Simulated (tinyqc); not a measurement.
Inside a calculation. Method: RHF in the sto-3g basis, for H6, spin multiplicity 1. One step of it, computed by the program tinyqc.

Problem. Iteration 3: DIIS coefficients. Solve [B -1; -1 0][c; lambda] = [0; -1] for the coefficients, which sum to one.

B (overlaps of the stored error matrices), lower triangle:
```
               1              2              3
1  7.2628305e-03
2  6.6002379e-03  6.8031417e-03
3  2.4017494e-03  2.4928165e-03  9.1548539e-04
```

Give: DIIS coefficients.

Solution.

DIIS coefficients: 0.031  -0.607  1.576
